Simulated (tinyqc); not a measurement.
Minority carriers and saturation current of a heavily doped emitter: one step of the calculation.

n-type, parabolic bands, full ionisation. eta = (EF - Ec)/kB T solves N = Nc F12(eta), F12(x) = (2/sqrt(pi)) int_0^infinity sqrt(u)/(1 + exp(u - x)) du. The gap shrinks rigidly by dEg = E1 [ln(N/N0) + sqrt(ln^2(N/N0) + 0.5)], an empirical law that is here taken as the true narrowing.

Question. Fermi level. Newton step on ln F12(eta) = ln(N/Nc): eta(new) = eta - ln(Nc F12/N) F12/Fm, Fm(x) = dF12/dx = (1/sqrt(pi)) int_0^infinity u^(-1/2)/(1 + exp(u - x)) du.

Parameters, values chosen for the exercise: conduction-band density of states at 300 K Nc = 2.84e19 cm^-3; ionised donor density N = 4.8e19 cm^-3.

eta at the start (Boltzmann value) = 0.5248

Give: F12; Fm; eta after iteration 1.

Answer.

F12 = 1.1375
Fm = 0.81835
eta after iteration 1 = 1.0752

Range of the model: Band tails, non-parabolic bands and incomplete ionisation are left out.

Program tinyqc, `OMP_NUM_THREADS=1 python tinyqc.py 2330149 2330150 out.jsonl`; Intel Xeon 2.30GHz, shared host, one thread, about 0.01 s.
